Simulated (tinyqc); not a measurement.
# From effective mobility mu back to depletion charge N_dep

Model: inversion-layer mobility, back-scattering and ballistic limit of a field-effect transistor. Computed by tinyqc, a small Python program. Command: `OMP_NUM_THREADS=1 python tinyqc.py 3007028 3007029 out.jsonl mos inv`. One thread of a shared host (Intel(R) Xeon(R) Processor @ 2.30GHz), about 0.01 s of CPU time with the checks.

The charge at the top of the source barrier is fixed by the gate; series resistance and short-channel effects are left out. F_j are Fermi integrals normalised to exp(eta) in the classical limit.

Inputs (values chosen for the exercise, modelled on a silicon n-channel):
```
quantity                                     value        unit
weight w of the inversion charge               0.5           -
permittivity eps                              11.7           -
phonon mobility at 1 MV/cm and 300 K, mu_ph    360  cm^2/(V s)
roughness mobility at 1 MV/cm, mu_sr          1100  cm^2/(V s)
Coulomb mobility at N_inv = 1e12/cm^2, mu_C    600  cm^2/(V s)
electrical oxide thickness t_inv               1.4          nm
gate overdrive V_G - V_T                      0.17           V
temperature T                                  300           K
```

Statistics at the top of the barrier: non-degenerate.

Constants: eps_0 = 8.8541878128e-12 F/m; e = 1.602176634e-19 C.

Method. N_inv = 3.9 eps_0 (V_G - V_T)/(e t_inv); effective field E_eff = e (N_dep + w N_inv)/(eps eps_0). mu_phonon = mu_ph (E_eff/1 MV/cm)^(-0.3) (T/300 K)^(-1.75); mu_rough = mu_sr (E_eff/1 MV/cm)^(-2); mu_Coulomb = mu_C (N_inv/1e12 cm^-2) (T/300 K); Matthiessen's rule adds 1/mu.

Problem. A run gave the result below. Find the depletion charge N_dep, known to lie between 7.8e+11 and 1.8e+12 1/cm^2.

effective mobility mu = 357.6767 cm^2/(V s)

Solution.

Each step takes the trial c = (a f_b - b f_a)/(f_b - f_a), f being the result less the target and a, b, c the logarithms of the listed values; c replaces end b, the old b replaces a if the sign of f changed, and otherwise f_a is halved.

Scan of the range:
```
depletion charge N_dep (1/cm^2)  effective mobility mu (cm^2/(V s))
7.80e+11                                                    368.899
8.97e+11                                                    363.066
1.03e+12                                                    356.746
1.18e+12                                                    349.968
1.36e+12                                                    342.261
1.57e+12                                                    333.774
1.80e+12                                                    325.011
```

False position (Illinois rule, in the logarithm of the input) inside the bracket:
```
step        end a        end b        trial  effective mobility mu (cm^2/(V s))
1     8.97000e+11  1.03000e+12  1.00924e+12                             357.712
2     1.03000e+12  1.00924e+12  1.00999e+12                             357.677
3     1.03000e+12  1.00999e+12  1.01000e+12                             357.676
4     1.00999e+12  1.01000e+12  1.01000e+12                             357.677
```

Effective mobility mu falls at every point of a 13-point scan of the range (every second point is shown), so one value fits; it is bracketed by 8.97e11 and 1.03e12. Answer: depletion charge N_dep = 1.010e12 1/cm^2.
